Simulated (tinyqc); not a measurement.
# From one set of inputs to another, one input at a time

Model: Keating valence-force model of a tetrahedral crystal. Computed by tinyqc, a small Python program. Command: `OMP_NUM_THREADS=1 python tinyqc.py 3012047 3012048 out.jsonl keating ladder`. One thread of a shared host (Intel(R) Xeon(R) Processor @ 2.30GHz), about 0.04 s of CPU time with the checks.

Atom A sits at 0 and atom B at a/4 (1,1,1) of an fcc lattice; the four bonds from A are t = a/4 (1,1,1), a/4 (1,-1,-1), a/4 (-1,1,-1), a/4 (-1,-1,1), of length d = sqrt(3) a/4. Energy: E = (3 alpha/(8 d^2)) sum over bonds (r.r - d^2)^2 + (3 beta/(8 d^2)) sum over pairs of bonds at one atom (r_i.r_j + d^2/3)^2, with beta_A for the six pairs at A and beta_B for the six at B. The cell holds two atoms, Omega = a^3/4. 1 N/m = 1 J/m^2.

The inputs printed are set A. Inputs not listed in the table keep their values of set A, so the rows need not describe a real material.

Inputs (values chosen for the exercise, for a model crystal):
```
quantity,value,unit
lattice constant a,3.965,angstrom
mass M_A,31.2,u
mass M_B,43.3,u
bond stretching alpha,95,N/m
bond bending beta_A,18.6,N/m
bond bending beta_B,14.2,N/m
Born charge Z*,2.11,e
eps_inf,9.35,-
```

Structure: zinc blende.

Constants: nu for 1 eV/(angstrom^2 u) = 15.6333042 THz; 1 eV/angstrom^2 = 16.02176634 J/m^2; 1 THz = 33.35640952 1/cm; e^2/(4 pi eps_0) = 14.39964548 eV angstrom.

Method:
- beta = (beta_A + beta_B)/2; C11 = (alpha + 3 beta)/a, C12 = (alpha - beta)/a, C44 = 4 alpha beta/(a (alpha + beta)); with the two sublattices clamped C44(0) = (alpha + beta)/a; internal-strain parameter zeta = (alpha - beta)/(alpha + beta); B = (C11 + 2 C12)/3.
- beta = (beta_A + beta_B)/2; mu = M_A M_B/(M_A + M_B); lambda = 4 (alpha + beta)/mu with the springs in eV/angstrom^2; nu = 15.6333042 THz x sqrt(lambda).
- The long-range field adds 4 pi Z*^2 (e^2/(4 pi eps_0))/(eps_inf Omega mu) to lambda for the longitudinal mode at q -> 0; lambda = (nu/15.6333042 THz)^2; eps_0 = eps_inf (nu_LO/nu_TO)^2 (Lyddane-Sachs-Teller; here eps_0 is the static dielectric constant).

Each row keeps all changes above it:
```
input moved,from,to,C11 (GPa),nu_TO at G (THz),static dielectric constant
set A,-,-,363.7,19.36,11.21
mass M_A (u),31.2,10.81,363.7,28.03,11.21
bond bending beta_A (N/m),18.6,52.9,493.4,30.11,10.96
eps_inf,9.35,4.47,493.4,30.11,6.08
mass M_B (u),43.3,14.007,493.4,35.86,6.08
bond stretching alpha (N/m),95,138,601.9,41.42,5.68
Born charge Z* (e),2.11,1.85,601.9,41.42,5.40
lattice constant a (angstrom),3.965,3.615,660.2,41.42,5.69
```

Which inputs carry the difference?

C11 goes from 364 to 660, a factor 1.82 in all. The largest single move comes from bond bending beta_A (a factor 1.36). nu_TO at G goes from 19.4 to 41.4, a factor 2.14 in all. The largest single move comes from mass M_A (a factor 1.45). Static dielectric constant goes from 11.2 to 5.69, a factor 0.508 in all. The largest single move comes from eps_inf (a factor 0.555). The single moves hold for this order of the switches; the total does not depend on the order.

Extremes, crossings and ranges named in words are read from the listed rows.
